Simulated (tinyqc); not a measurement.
Worked calculation: growth of a silicide layer between metal and silicon: linear-parabolic kinetics, ramp anneals and Kissinger analysis. Computed by tinyqc, a small Python program that keeps every step. Command: `OMP_NUM_THREADS=1 python tinyqc.py 3020941 3020942 out.jsonl silicide walk`. One thread of a shared host (Intel(R) Xeon(R) Processor @ 2.30GHz), about 0.2 s of CPU time with the checks. Intermediate numbers are printed to about 7 digits and carried at full precision; extremes and crossings named in words are read from the listed rows.

One compound layer of thickness x grows by diffusion through itself and reaction at an interface, dx/dt = 1/(2x/K + 1/v), until the metal is used up at x = a h.

Inputs (values chosen for the exercise, modelled on CoSi2):

| quantity | value | unit |
|---|---|---|
| metal thickness h | 32 | nm |
| silicide formed per metal thickness a | 3.52 | - |
| silicon consumed per metal thickness b | 3.64 | - |
| prefactor of the parabolic constant K | 3.2e+13 | nm^2/s |
| activation energy E of K | 2.3 | eV |
| prefactor of the interface velocity v | 1.4e+15 | nm/s |
| activation energy E_v | 2.53 | eV |
| temperature T | 640 | C |
| time t | 13 | s |
| ramp rate beta | 0.1 | C/s |
| silicide resistivity | 19 | micro-ohm cm |
| junction depth x_j | 57 | nm |

Constants: k_B = 8.617333262e-05 eV/K.

## Final thickness

The silicide ends at the thickness a h.

final thickness = 112.64 nm

## Geometry at full reaction

Silicon consumed b h, sheet resistance rho/(final thickness) with 1 micro-ohm cm/nm = 10 ohm; margin to the junction x_j - b h.

silicon consumed = 116.48 nm

sheet resistance = 1.686790 ohm/square

margin to the junction = -59.48 nm

The silicide would punch through the junction.

## Isothermal growth

K = K0 exp(-E/(k_B T)), v = v0 exp(-E_v/(k_B T)). Temperatures in kelvin are T(C) + 273.15. x^2/K + x/v = t, so x = (K/(2v)) [sqrt(1 + 4 v^2 t/K) - 1], capped at a h; completion time t_c = (a h)^2/K + a h/v, a h being the final thickness; crossover thickness K/v.

K = 6.474254 nm^2/s

v = 15.23252 nm/s

crossover thickness = 0.4250284 nm

thickness at time t = 8.964111 nm

completion time = 1967.122 s

8 % has reacted. Diffusion makes up 100 % of the completion time. Caution: a disilicide really forms through metal-rich phases and by nucleation, not as one layer from the metal.

## Ramp anneal

Ramp from x = 0 at 100 C at the rate beta: dx/dT = (1/beta)/(2x/K + 1/v), integrated adaptively (tolerance 1e-9) until x = a h at T_f.

completion temperature T_f = 699.3012 C

## Kissinger analysis

Plot ln(beta/T_f^2) against 1/(k_B T_f), T_f in kelvin; minus the least-squares slope estimates the activation energy.

Ramps:

| beta (C/s) | T_f (C) | 1/(k_B T_f) (1/eV) | ln(beta/T_f^2) |
|---|---|---|---|
| 0.03 | 660.9897 | 12.42268 | -17.18581 |
| 0.1 | 699.3012 | 11.93327 | -16.06222 |
| 0.3 | 737.0120 | 11.48778 | -15.03970 |
| 1 | 781.7233 | 11.00086 | -13.92235 |
| 3 | 825.9884 | 10.55783 | -12.90595 |
| 10 | 878.7984 | 10.07382 | -11.79583 |
| 30 | 931.4320 | 9.63365 | -10.78658 |

Kissinger energy = 2.294438 eV

A thousandfold faster ramp raises the completion temperature by only 270 C. The fit gives 2.294 eV, against E = 2.3 eV for diffusion and E_v = 2.53 eV for the interface: diffusion controls. Caution: nucleation and competing phases are left out; disilicides such as CoSi2 and the low-resistance form of TiSi2 start by nucleation and follow this law at best in part.

Checks made by the program: isothermal closed form against integration (relative difference below 1e-10).
